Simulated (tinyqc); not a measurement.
Worked calculation: LCCD on RHF in the 6-311g basis, for H2, spin multiplicity 1. Computed by tinyqc, a small Python program that keeps every step (integrals from PySCF). Settings: charge = 0, multiplicity = 1, basis = 6-311g, method = RHF, energy threshold = 1e-10, iteration cap = 83, orthogonalisation = canonical, start = Wolfsberg-Helmholz matrix, DIIS depth = 6, amplitude equations = LCCD, DIIS depth for amplitudes = 6, cap on updates = 81. Command: `OMP_NUM_THREADS=1 python tinyqc.py 25872 25873 out.jsonl` (the two numbers bound the seeds that draw the settings). One thread of a shared host (Intel(R) Xeon(R) Processor @ 2.60GHz), about 0.06 s of CPU time with the checks. The early iterations of the SCF are left out here.

## One-electron integrals

Geometry (angstrom):
```
atom         x         y         z
H     0.000000  0.000000  0.000000
H     0.000000  0.000000  0.717000
```

Basis 6-311g: exponents (1/bohr^2) and contraction coefficients of normalised primitives:
```
element  l (shell)   exponent  coefficient
H            s (1)  33.865000     0.025494
H            s (1)   5.094790     0.190373
H            s (1)   1.158790     0.852161
H            s (2)   0.325840     1.000000
H            s (3)   0.102741     1.000000
```

Overlap, kinetic and nuclear-attraction integrals over the contracted functions; the nuclear repulsion is the sum of Za Zb / Rab.

nuclear repulsion = 0.73804353 hartree

overlap S:
```
          1H 1s     1H 2s     1H 3s     2H 1s     2H 2s     2H 3s
1H 1s  1.000000  0.706377  0.373664  0.291471  0.439138  0.313939
1H 2s  0.706377  1.000000  0.788963  0.439138  0.741488  0.683563
1H 3s  0.373664  0.788963  1.000000  0.313939  0.683563  0.910002
2H 1s  0.291471  0.439138  0.313939  1.000000  0.706377  0.373664
2H 2s  0.439138  0.741488  0.683563  0.706377  1.000000  0.788963
2H 3s  0.313939  0.683563  0.910002  0.373664  0.788963  1.000000
```

kinetic energy T (hartree):
```
          1H 1s     1H 2s     1H 3s     2H 1s     2H 2s     2H 3s
1H 1s  2.304348  0.549119  0.106346  0.102408  0.232573  0.078967
1H 2s  0.549119  0.488760  0.184881  0.232573  0.290146  0.144869
1H 3s  0.106346  0.184881  0.154112  0.078967  0.144869  0.131424
2H 1s  0.102408  0.232573  0.078967  2.304348  0.549119  0.106346
2H 2s  0.232573  0.290146  0.144869  0.549119  0.488760  0.184881
2H 3s  0.078967  0.144869  0.131424  0.106346  0.184881  0.154112
```

nuclear attraction V (hartree):
```
           1H 1s      1H 2s      1H 3s      2H 1s      2H 2s      2H 3s
1H 1s  -2.847246  -1.572800  -0.782789  -0.776022  -1.013460  -0.670174
1H 2s  -1.572800  -1.558981  -1.043005  -1.013460  -1.227442  -0.935253
1H 3s  -0.782789  -1.043005  -0.965344  -0.670174  -0.935253  -0.902469
2H 1s  -0.776022  -1.013460  -0.670174  -2.847246  -1.572800  -0.782789
2H 2s  -1.013460  -1.227442  -0.935253  -1.572800  -1.558981  -1.043005
2H 3s  -0.670174  -0.935253  -0.902469  -0.782789  -1.043005  -0.965344
```

core Hamiltonian H = T + V (hartree):
```
           1H 1s      1H 2s      1H 3s      2H 1s      2H 2s      2H 3s
1H 1s  -0.542898  -1.023680  -0.676443  -0.673614  -0.780887  -0.591207
1H 2s  -1.023680  -1.070221  -0.858124  -0.780887  -0.937296  -0.790384
1H 3s  -0.676443  -0.858124  -0.811232  -0.591207  -0.790384  -0.771045
2H 1s  -0.673614  -0.780887  -0.591207  -0.542898  -1.023680  -0.676443
2H 2s  -0.780887  -0.937296  -0.790384  -1.023680  -1.070221  -0.858124
2H 3s  -0.591207  -0.790384  -0.771045  -0.676443  -0.858124  -0.811232
```

## Two-electron integrals

Functions are numbered as in S; the eight-fold symmetry (ij|kl) = (ji|kl) = (kl|ij) leaves the list below.

Two-electron integrals (ij|kl) in chemists' order, unique and non-zero (hartree):
```
(11|11) 1.393035   (21|11) 0.822971   (21|21) 0.509703   (22|11) 0.822904
(22|21) 0.543028   (22|22) 0.644106   (31|11) 0.411256   (31|21) 0.257757
(31|22) 0.279868   (31|31) 0.130794   (32|11) 0.543681   (32|21) 0.365771
(32|22) 0.452669   (32|31) 0.189803   (32|32) 0.325140   (33|11) 0.494021
(33|21) 0.340115   (33|22) 0.445993   (33|31) 0.178035   (33|32) 0.331779
(33|33) 0.361682   (41|11) 0.317653   (41|21) 0.200384   (41|22) 0.218776
(41|31) 0.101815   (41|32) 0.148425   (41|33) 0.139149   (41|41) 0.106161
(42|11) 0.355837   (42|21) 0.237343   (42|22) 0.284909   (42|31) 0.122654
(42|32) 0.200525   (42|33) 0.197325   (42|41) 0.135156   (42|42) 0.195461
(43|11) 0.227500   (43|21) 0.153861   (43|22) 0.190363   (43|31) 0.079906
(43|32) 0.135956   (43|33) 0.136723   (43|41) 0.088334   (43|42) 0.133132
(43|43) 0.092240   (44|11) 0.719348   (44|21) 0.492894   (44|22) 0.617873
(44|31) 0.256821   (44|32) 0.441307   (44|33) 0.441691   (44|41) 0.317653
(44|42) 0.496743   (44|43) 0.344255   (44|44) 1.393035   (51|11) 0.496743
(51|21) 0.309624   (51|22) 0.333169   (51|31) 0.156860   (51|32) 0.225203
(51|33) 0.210334   (51|41) 0.135156   (51|42) 0.164823   (51|43) 0.107343
(51|44) 0.355837   (51|51) 0.195461   (52|11) 0.563805   (52|21) 0.375690
(52|22) 0.454820   (52|31) 0.194275   (52|32) 0.322832   (52|33) 0.322962
(52|41) 0.174903   (52|42) 0.243672   (52|43) 0.166124   (52|44) 0.563805
(52|51) 0.243672   (52|52) 0.354133   (53|11) 0.415561   (53|21) 0.282683
(53|22) 0.359098   (53|31) 0.147284   (53|32) 0.261732   (53|33) 0.273937
(53|41) 0.133735   (53|42) 0.196714   (53|43) 0.137395   (53|44) 0.464932
(53|51) 0.184831   (53|52) 0.287722   (53|53) 0.244070   (54|11) 0.492894
(54|21) 0.335908   (54|22) 0.421092   (54|31) 0.174872   (54|32) 0.302209
(54|33) 0.305719   (54|41) 0.200384   (54|42) 0.309624   (54|43) 0.215923
(54|44) 0.822971   (54|51) 0.237343   (54|52) 0.375690   (54|53) 0.313168
(54|54) 0.509703   (55|11) 0.617873   (55|21) 0.421092   (55|22) 0.535786
(55|31) 0.219502   (55|32) 0.390194   (55|33) 0.406787   (55|41) 0.218776
(55|42) 0.333169   (55|43) 0.234727   (55|44) 0.822904   (55|51) 0.284909
(55|52) 0.454820   (55|53) 0.388659   (55|54) 0.543028   (55|55) 0.644106
(61|11) 0.344255   (61|21) 0.215923   (61|22) 0.234727   (61|31) 0.109590
(61|32) 0.159260   (61|33) 0.149473   (61|41) 0.088334   (61|42) 0.107343
(61|43) 0.070023   (61|44) 0.227500   (61|51) 0.133132   (61|52) 0.166124
(61|53) 0.126223   (61|54) 0.153861   (61|55) 0.190363   (61|61) 0.092240
(62|11) 0.464932   (62|21) 0.313168   (62|22) 0.388659   (62|31) 0.162578
(62|32) 0.279595   (62|33) 0.286058   (62|41) 0.133735   (62|42) 0.184831
(62|43) 0.126223   (62|44) 0.415561   (62|51) 0.196714   (62|52) 0.287722
(62|53) 0.235667   (62|54) 0.282683   (62|55) 0.359098   (62|61) 0.137395
(62|62) 0.244070   (63|11) 0.436712   (63|21) 0.301091   (63|22) 0.396359
(63|31) 0.157697   (63|32) 0.295625   (63|33) 0.324031   (63|41) 0.130291
(63|42) 0.190438   (63|43) 0.133480   (63|44) 0.436712   (63|51) 0.190438
(63|52) 0.300936   (63|53) 0.260087   (63|54) 0.301091   (63|55) 0.396359
(63|61) 0.133480   (63|62) 0.260087   (63|63) 0.299510   (64|11) 0.256821
(64|21) 0.174872   (64|22) 0.219502   (64|31) 0.091036   (64|32) 0.157851
(64|33) 0.160368   (64|41) 0.101815   (64|42) 0.156860   (64|43) 0.109590
(64|44) 0.411256   (64|51) 0.122654   (64|52) 0.194275   (64|53) 0.162578
(64|54) 0.257757   (64|55) 0.279868   (64|61) 0.079906   (64|62) 0.147284
(64|63) 0.157697   (64|64) 0.130794   (65|11) 0.441307   (65|21) 0.302209
(65|22) 0.390194   (65|31) 0.157851   (65|32) 0.287097   (65|33) 0.305612
(65|41) 0.148425   (65|42) 0.225203   (65|43) 0.159260   (65|44) 0.543681
(65|51) 0.200525   (65|52) 0.322832   (65|53) 0.279595   (65|54) 0.365771
(65|55) 0.452669   (65|61) 0.135956   (65|62) 0.261732   (65|63) 0.295625
(65|64) 0.189803   (65|65) 0.325140   (66|11) 0.441691   (66|21) 0.305719
(66|22) 0.406787   (66|31) 0.160368   (66|32) 0.305612   (66|33) 0.340173
(66|41) 0.139149   (66|42) 0.210334   (66|43) 0.149473   (66|44) 0.494021
(66|51) 0.197325   (66|52) 0.322962   (66|53) 0.286058   (66|54) 0.340115
(66|55) 0.445993   (66|61) 0.136723   (66|62) 0.273937   (66|63) 0.324031
(66|64) 0.178035   (66|65) 0.331779   (66|66) 0.361682
```

## Orthogonalisation

S = U s U^T; canonical form X = U s^(-1/2), so that X^T S X = 1. Each column of U has its largest component positive (the first on a tie).

eigenvalues of S: 0.030239  0.142596  0.180943  0.845856  0.865033  3.935333

X:
```
               1          2          3          4          5         6
1H 1s   0.583626  -0.917324  -0.707735   0.686871   0.571296  0.157547
1H 2s  -2.229975   1.411892   1.192277   0.330534   0.084164  0.230793
1H 3s   3.349848  -0.819446   0.916997   0.100365  -0.494520  0.221286
2H 1s  -0.583626  -0.917324   0.707735  -0.686871   0.571296  0.157547
2H 2s   2.229975   1.411892  -1.192277  -0.330534   0.084164  0.230793
2H 3s  -3.349848  -0.819446  -0.916997  -0.100365  -0.494520  0.221286
```

## Iteration 6 (converged): orbitals

converged F (hartree):
```
           1H 1s      1H 2s      1H 3s      2H 1s      2H 2s      2H 3s
1H 1s   0.559401  -0.467071  -0.479436  -0.537818  -0.536294  -0.457613
1H 2s  -0.467071  -0.382804  -0.392256  -0.536294  -0.495225  -0.411080
1H 3s  -0.479436  -0.392256  -0.255596  -0.457613  -0.411080  -0.272188
2H 1s  -0.537818  -0.536294  -0.457613   0.559401  -0.467071  -0.479436
2H 2s  -0.536294  -0.495225  -0.411080  -0.467071  -0.382804  -0.392256
2H 3s  -0.457613  -0.411080  -0.272188  -0.479436  -0.392256  -0.255596
```

Diagonalise F' = X^T F X, C = X C', fill 1 alpha and 1 beta electrons from the bottom; D = 2 C_occ C_occ^T. Each column has its largest component positive (the first on a tie).

F' = X^T F X (hartree):
```
           1          2          3          4          5          6
1   1.144421   0.000000  -0.933960   0.470056   0.000000   0.000000
2   0.000000   1.925237   0.000000   0.000000  -0.862962   0.015677
3  -0.933960   0.000000   1.352020  -0.902585   0.000000   0.000000
4   0.470056   0.000000  -0.902585   1.119560   0.000000   0.000000
5   0.000000  -0.862962   0.000000   0.000000   0.743205  -0.143375
6   0.000000   0.015677   0.000000   0.000000  -0.143375  -0.584870
```

orbital energies (hartree): MO1 -0.603081, MO2 0.172263, MO3 0.304284, MO4 0.661793, MO5 2.382369, MO6 2.781945

coefficients C:
```
            MO1        MO2        MO3        MO4        MO5        MO6
1H 1s  0.195301   0.078787  -0.050418  -0.087288  -1.073312  -1.139944
1H 2s  0.293592  -0.050087  -0.701983  -1.789425   1.214419   1.816319
1H 3s  0.123613   2.356500   0.844260   2.245537  -0.486780  -1.215281
2H 1s  0.195301  -0.078787  -0.050418   0.087288  -1.073312   1.139944
2H 2s  0.293592   0.050087  -0.701983   1.789425   1.214419  -1.816319
2H 3s  0.123613  -2.356500   0.844260  -2.245537  -0.486780   1.215281
```

D after iteration 6:
```
          1H 1s     1H 2s     1H 3s     2H 1s     2H 2s     2H 3s
1H 1s  0.076285  0.114677  0.048283  0.076285  0.114677  0.048283
1H 2s  0.114677  0.172392  0.072584  0.114677  0.172392  0.072584
1H 3s  0.048283  0.072584  0.030560  0.048283  0.072584  0.030560
2H 1s  0.076285  0.114677  0.048283  0.076285  0.114677  0.048283
2H 2s  0.114677  0.172392  0.072584  0.114677  0.172392  0.072584
2H 3s  0.048283  0.072584  0.030560  0.048283  0.072584  0.030560
```

## Convergence

Stop when the energy changes by less than 1e-10 hartree and every element of the error matrix X^T (F D S - S D F) X is below 3e-06.

Course of the cycle:
```
iteration  E (hartree)     change  largest element of the error matrix
1          -0.82453281          -                             8.44e-01
2          -1.12317629  -2.99e-01                             1.04e-01
3          -1.12787158  -4.70e-03                             3.18e-03
4          -1.12788097  -9.38e-06                             4.22e-04
5          -1.12788118  -2.16e-07                             6.47e-07
6          -1.12788118  -2.09e-13                             2.73e-07
```

PySCF RHF in the same basis = -1.12788118 hartree

Converged in 6 iterations.

## Integrals over molecular orbitals

(pq|rs) = sum C_ip C_jq C_kr C_ls (ij|kl), one index at a time.

one-electron integrals over orbitals h = C^T H C (hartree):
```
           1          2          3          4          5          6
1  -1.262844   0.000000   0.136053   0.000000   0.103834   0.000000
2   0.000000  -0.472859   0.000000   0.206831   0.000000   0.019805
3   0.136053   0.000000  -0.371975   0.000000  -0.178472   0.000000
4   0.000000   0.206831   0.000000  -0.250645   0.000000  -0.233028
5   0.103834   0.000000  -0.178472   0.000000   1.183407   0.000000
6   0.000000   0.019805   0.000000  -0.233028   0.000000   1.480562
```

Two-electron integrals over orbitals (pq|rs), unique and non-zero (hartree):
```
(11|11) 0.659764    (21|21) 0.042491    (22|11) 0.343806    (22|22) 0.295715
(31|11) -0.136053   (31|22) -0.022911   (31|31) 0.054616    (32|21) 0.023643
(32|32) 0.041448    (33|11) 0.365438    (33|22) 0.272729    (33|31) -0.034844
(33|33) 0.282013    (41|21) -0.060347   (41|32) -0.010848   (41|41) 0.105392
(42|11) -0.133589   (42|22) -0.042209   (42|31) 0.036902    (42|33) -0.044415
(42|42) 0.051112    (43|21) 0.026694    (43|32) 0.017530    (43|41) -0.038579
(43|43) 0.023496    (44|11) 0.508915    (44|22) 0.324650    (44|31) -0.081293
(44|33) 0.315214    (44|42) -0.101742   (44|44) 0.442492    (51|11) -0.103834
(51|22) -0.008581   (51|31) 0.053949    (51|33) -0.024426   (51|42) 0.023128
(51|44) -0.056015   (51|51) 0.094479    (52|21) 0.001646    (52|32) 0.001827
(52|41) 0.001215    (52|43) -0.005999   (52|52) 0.009580    (53|11) 0.116210
(53|22) 0.029375    (53|31) -0.040801   (53|33) 0.036086    (53|42) -0.032997
(53|44) 0.073961    (53|51) -0.047756   (53|53) 0.038200    (54|21) -0.001317
(54|32) -0.020510   (54|41) -0.016704   (54|43) 0.005530    (54|52) -0.014255
(54|54) 0.037420    (55|11) 0.646721    (55|22) 0.333496    (55|31) -0.136273
(55|33) 0.359918    (55|42) -0.126930   (55|44) 0.494136    (55|51) -0.132826
(55|53) 0.126168    (55|55) 0.672526    (61|21) -0.028490   (61|32) 0.012578
(61|41) 0.068994    (61|43) -0.030208   (61|52) 0.021164    (61|54) -0.052347
(61|61) 0.101321    (62|11) -0.024148   (62|22) 0.011652    (62|31) 0.019625
(62|33) 0.000449    (62|42) 0.001516    (62|44) -0.006622   (62|51) 0.033111
(62|53) -0.013192   (62|55) -0.035202   (62|62) 0.018621    (63|21) 0.027753
(63|32) 0.001413    (63|41) -0.051623   (63|43) 0.019192    (63|52) -0.005416
(63|54) 0.020833    (63|61) -0.050814   (63|63) 0.033039    (64|11) 0.151011
(64|22) 0.021797    (64|31) -0.061705   (64|33) 0.041953    (64|42) -0.040548
(64|44) 0.091355    (64|51) -0.079920   (64|53) 0.051286    (64|55) 0.169370
(64|62) -0.032112   (64|64) 0.089421    (65|21) 0.073651    (65|32) 0.012008
(65|41) -0.131995   (65|43) 0.056119    (65|52) -0.020082   (65|54) 0.055976
(65|61) -0.137524   (65|63) 0.085170    (65|65) 0.236937    (66|11) 0.701352
(66|22) 0.352823    (66|31) -0.160763   (66|33) 0.372803    (66|42) -0.146990
(66|44) 0.543017    (66|51) -0.179745   (66|53) 0.150725    (66|55) 0.740999
(66|62) -0.048888   (66|64) 0.211704    (66|66) 0.850831
```

## LCCD: starting amplitudes

t_ij^ab = <ij||ab> / (e_i + e_j - e_a - e_b), whose energy is MP2.

Starting amplitudes (spin orbitals 1a, 1b, ...; amplitudes related by a flip of all spins are not repeated):
```
from      to          t
1a 1b  4a 4b  -0.041661
1a 1b  3a 3b  -0.030096
1a 1b  2a 4b   0.029579
1a 1b  2a 2b  -0.027401
1a 1b  5a 5b  -0.015823
1a 1b  6a 6b  -0.014966
1a 1b  4a 6b  -0.014838
1a 1b  3a 5b  -0.013859
1a 1b  2a 6b   0.006848
```

correlation energy = -0.01771305 hartree

## LCCD: amplitude update 1

t_ij^ab D_ij^ab are set to the remaining terms of the spin-orbital equations, evaluated with the old amplitudes; for the doubles these are <ij||ab> + 1/2 <ab||ef> t_ij^ef + 1/2 <mn||ij> t_mn^ab + P(ij)P(ab) <mb||ej> t_im^ae, D the orbital-energy denominators (linear CCD).

Amplitudes after update 1 (spin orbitals 1a, 1b, ...; amplitudes related by a flip of all spins are not repeated):
```
from      to          t
1a 1b  4a 4b  -0.055805
1a 1b  2a 4b   0.041741
1a 1b  3a 3b  -0.037580
1a 1b  2a 2b  -0.037358
1a 1b  4a 6b  -0.018430
1a 1b  5a 5b  -0.017333
1a 1b  3a 5b  -0.017199
1a 1b  6a 6b  -0.015459
1a 1b  2a 6b   0.009597
```

correlation energy = -0.02270889 hartree

## LCCD: amplitude update 2

As before.

Amplitudes after update 2 (spin orbitals 1a, 1b, ...; amplitudes related by a flip of all spins are not repeated):
```
from      to          t
1a 1b  4a 4b  -0.060845
1a 1b  2a 4b   0.046622
1a 1b  2a 2b  -0.041505
1a 1b  3a 3b  -0.039510
1a 1b  4a 6b  -0.019413
1a 1b  3a 5b  -0.018010
1a 1b  5a 5b  -0.017345
1a 1b  6a 6b  -0.015035
1a 1b  2a 6b   0.010773
```

correlation energy = -0.02435897 hartree

## LCCD: convergence

E_corr = 1/4 sum <ij||ab> t_ij^ab; stop when the norm of the change is below 1e-8.

Course of the amplitude iterations:
```
update  correlation energy (hartree)  norm of the change
0                        -0.01771305                   -
1                        -0.02270889            5.35e-02
2                        -0.02435897            2.00e-02
3                        -0.02532126            7.80e-03
4                        -0.02531217            4.25e-04
5                        -0.02531239            2.34e-05
6                        -0.02531238            1.37e-06
7                        -0.02531237            1.23e-07
8                        -0.02531237            5.09e-09
```

Converged amplitudes (spin orbitals 1a, 1b, ...; amplitudes related by a flip of all spins are not repeated):
```
from      to          t
1a 1b  4a 4b  -0.063744
1a 1b  2a 4b   0.049914
1a 1b  2a 2b  -0.044550
1a 1b  3a 3b  -0.040132
1a 1b  4a 6b  -0.019872
1a 1b  3a 5b  -0.018243
1a 1b  5a 5b  -0.017217
1a 1b  6a 6b  -0.014661
1a 1b  2a 6b   0.011627
```

LCCD total energy = -1.15319355 hartree

Converged in 8 updates, with DIIS from the third.
